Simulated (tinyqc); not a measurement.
Adsorption as a lattice gas: isotherms with interactions, competition, desorption peaks and saturation dose: one step, computed by the program tinyqc.

One adsorbate per site; a molecule needs 2 empty sites. Gas and surface have the same temperature.

Task: Dose to saturate, flat and in a hole. Without desorption or interaction, 99 % coverage needs the time 99 N_s/(2 s0 F). For a round hole of aspect ratio a in molecular flow with unit sticking (Gordon), the time is N_s/(2F) x [1 + (19/4) a + (3/2) a^2]. The larger of the two times is a rough guide.

Inputs (values chosen for the exercise, for a model surface): desorption energy E = 0.817 eV; prefactor nu = 4.2e+14 1/s; site density N_s = 6.1 1/nm^2; sticking coefficient s0 = 0.17; temperature T = 277 K; aspect ratio a (depth over diameter) of a hole = 5.

Adsorption: dissociative (second order).

flux F = 156.7514 1/(nm^2 s)

Give: time on a flat surface; time for the hole.

Result:

time on a flat surface = 11.33 s

time for the hole = 1.211 s

The surface reaction is the slower step. Caution: with k_d = nu exp(-E/(k_B T)) of these inputs desorption is not negligible over the time on a flat surface, so without interaction 99 % coverage is not reached.
